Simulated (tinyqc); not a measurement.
What each parameter does: quasiparticle equation with a plasmon-pole self-energy for two band edges.

For each edge E = e + X + Sc(E), with the correlation part Sc(E) = A[0]/(E - a + w) + A[1]/(E - b - w); a and b are the valence and conduction energies that enter the Green function (a = ev, b = ec in the one-shot scheme). Z = 1/(1 - dSc/dE), dSc/dE = -A[0]/(E - a + w)^2 - A[1]/(E - b - w)^2.

Inputs chosen for the exercise (scales of the order of those of SiC; the results hold for these values, not for the real material):
- ev = 0 eV (mean-field valence top)
- ec = 2.26 eV (mean-field conduction edge)
- w = 21.2 eV (pole energy)
- Av = (94.4, 40.4) eV^2 (weights of the valence state on the hole and electron poles)
- Ac = (58.4, 106.4) eV^2 (the same for the conduction state)
- Xv = -3.31 eV (exchange minus the mean-field potential, valence)
- Xc = 3.23 eV (the same, conduction)

Exact one-shot edges and Z of the valence state there.

One parameter was then changed.

Results before and after:
```
case     Ev (eV)  Ec (eV)  gap (eV)       Z
base     -0.4502   2.7802    3.2304  0.7752
changed  -0.4448   2.8727    3.3175  0.7756
```

Which of these changes was made? (a) Xv = -3.41 eV; (b) w = 22.26 eV; (c) Av = (99.12, 40.4) eV^2; (d) Ac = (58.4, 111.72) eV^2; (e) ec = 2.36 eV; (f) Xc = 3.33 eV.

Answer: (e) ec = 2.36 eV. Of the candidates, run in turn, only this one gives the changed row.

All candidates:
```
case                      Ev (eV)  Ec (eV)  gap (eV)       Z
base                      -0.4502   2.7802    3.2304  0.7752
w = 22.26 eV              -0.5684   2.8923    3.4606  0.7906
Xv = -3.41 eV             -0.5277   2.7802    3.3079  0.7745
Xc = 3.33 eV              -0.4502   2.8542    3.3045  0.7752
ec = 2.36 eV              -0.4448   2.8727    3.3175  0.7756
Av = (99.12, 40.4) eV^2   -0.2752   2.7802    3.0554  0.7704
Ac = (58.4, 111.72) eV^2  -0.4502   2.5912    3.0414  0.7752
```

Program tinyqc; command `OMP_NUM_THREADS=1 python tinyqc.py 1850334 1850335 out.jsonl`; about 0.02 s on one thread of a shared Intel(R) Xeon(R) Processor @ 2.30GHz.
